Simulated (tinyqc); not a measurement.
Inside a calculation. Method: plane-wave Kohn-Sham cycle with exchange-only LDA in a layered model solid. One step of it, computed by the program tinyqc.

Task: Iteration 1: Hamiltonian at one k. H(m,m') = (k + G_m)^2/2 delta + V(G_m - G_m'), with V(-G) = V(G).

A solid whose potential varies along x alone (atomic units):
```
parameter                      value
period a                   10.000000
cross-section of the cell  27.000000
electrons per cell                 4
grid points                       16
plane waves -n..n, n               2
k points                           3
V1 in V1 cos(2 pi x/a)     -0.590000
```

V(G_m), m = 0, 1, 2, ... (hartree): -0.241855  -0.295000  0.000000  0.000000  0.000000

k = 0.000000 2 pi / a

Give: H.

Result:

H (hartree), lower triangle:
```
         -2       -1       +0       +1      +2
-2   0.5477
-1  -0.2950  -0.0445
+0   0.0000  -0.2950  -0.2419
+1   0.0000   0.0000  -0.2950  -0.0445
+2   0.0000   0.0000   0.0000  -0.2950  0.5477
```
